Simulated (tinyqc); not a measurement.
From results back to parameters: Landau levels of bilayer graphene. Three cases, with inputs chosen for the exercise.

Problem. Two successive minima of rho_xx occur at the fields below; each unresolved level holds 4 n_B electrons, n_B = B/(h/e), so minima lie at n/n_B = 4 (j + phi) with integer j and phi = 0 or 1/2; 1/angstrom^2 = 1e16/cm^2.

Constants: h/e = 413566.7697 T angstrom^2.

Case 1.

higher field = 1.72319 T
lower field = 1.29240 T

Case 2.

higher field = 2.75711 T
lower field = 2.06783 T

Case 3.

higher field = 2.72265 T
lower field = 2.04199 T

Find: period in 1/B; n; j + phi at the higher field.

Solution. The period is 4/(n h/e), and j + phi = 1/(B x period). An integer means phi = 0.

Case 1.

period in 1/B = 0.1934 1/T
n = 5.00 x 1e11/cm^2
j + phi at the higher field = 3

Case 2.

period in 1/B = 0.1209 1/T
n = 8.00 x 1e11/cm^2
j + phi at the higher field = 3

Case 3.

period in 1/B = 0.1224 1/T
n = 7.90 x 1e11/cm^2
j + phi at the higher field = 3

Computed by tinyqc, one run a case: `OMP_NUM_THREADS=1 python tinyqc.py N N+1 out.jsonl` with N = 1280237, 1280524, 1280890; one thread of a shared Intel(R) Xeon(R) Processor @ 2.30GHz, about 0.02 s a run at most.
